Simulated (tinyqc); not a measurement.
From results back to parameters: direct gap of a germanium-like layer under biaxial tension. Five cases, with inputs chosen for the exercise.

Problem. A (001) layer under biaxial tension e_par has ezz = -2 (C12/C11) e_par, Ec = Eg + ac tr(e), E(HH) = -P - Q and E(LH) = -P + (Q - Dso + sqrt(Dso^2 + 2 Dso Q + 9 Q^2))/2 with P = -av tr(e), Q = -b (e_par - ezz). The transition from the light-hole edge is given.

Find: e_par; Ec - E(HH).

Method. Ec - E(LH) falls steadily with tension, so bisection between 0 and 4 % gives the only root; then Ec - E(HH) = Eg + (ac - av) tr(e) + Q.

Case 1.

Values chosen (near those of Ge, gaps at low temperature; the results hold for these values, not for the real material): Eg = 0.893 eV (gap at Gamma to the s-like level); Dso = 0.285 eV (spin-orbit splitting); ac = -8.18 eV (conduction deformation potential); av = 1.24 eV (valence hydrostatic potential); b = -2.5 eV (tetragonal shear potential); C11 = 130.4 GPa; C12 = 48.6 GPa.

Ec - E(LH) = 0.664741 eV

Solution.

e_par = 1.300 %
Ec - E(HH) = 0.7961 eV

Case 2.

Values chosen (near those of Ge, gaps at low temperature; the results hold for these values, not for the real material): Eg = 0.887 eV (gap at Gamma to the s-like level); Dso = 0.288 eV (spin-orbit splitting); ac = -8.24 eV (conduction deformation potential); av = 1.23 eV (valence hydrostatic potential); b = -2.56 eV (tetragonal shear potential); C11 = 131 GPa; C12 = 48.4 GPa.

Ec - E(LH) = 0.737262 eV

Solution.

e_par = 0.860 %
Ec - E(HH) = 0.8226 eV

Case 3.

Values chosen (near those of Ge, gaps at low temperature; the results hold for these values, not for the real material): Eg = 0.893 eV (gap at Gamma to the s-like level); Dso = 0.293 eV (spin-orbit splitting); ac = -8.3 eV (conduction deformation potential); av = 1.25 eV (valence hydrostatic potential); b = -2.51 eV (tetragonal shear potential); C11 = 130 GPa; C12 = 48.5 GPa.

Ec - E(LH) = 0.624980 eV

Solution.

e_par = 1.500 %
Ec - E(HH) = 0.7791 eV

Case 4.

Values chosen (near those of Ge, gaps at low temperature; the results hold for these values, not for the real material): Eg = 0.911 eV (gap at Gamma to the s-like level); Dso = 0.29 eV (spin-orbit splitting); ac = -8.23 eV (conduction deformation potential); av = 1.25 eV (valence hydrostatic potential); b = -2.55 eV (tetragonal shear potential); C11 = 130.5 GPa; C12 = 48.5 GPa.

Ec - E(LH) = 0.770723 eV

Solution.

e_par = 0.810 %
Ec - E(HH) = 0.8505 eV

Case 5.

Values chosen (near those of Ge, gaps at low temperature; the results hold for these values, not for the real material): Eg = 0.896 eV (gap at Gamma to the s-like level); Dso = 0.288 eV (spin-orbit splitting); ac = -8.39 eV (conduction deformation potential); av = 1.24 eV (valence hydrostatic potential); b = -2.53 eV (tetragonal shear potential); C11 = 127.3 GPa; C12 = 48.7 GPa.

Ec - E(LH) = 0.773691 eV

Solution.

e_par = 0.710 %
Ec - E(HH) = 0.8433 eV

Computed by tinyqc, one run a case: `OMP_NUM_THREADS=1 python tinyqc.py N N+1 out.jsonl` with N = 1081412, 1081429, 1081491, 1081524, 1081588; one thread of a shared Intel(R) Xeon(R) Processor @ 2.30GHz, about 0.01 s a run at most.
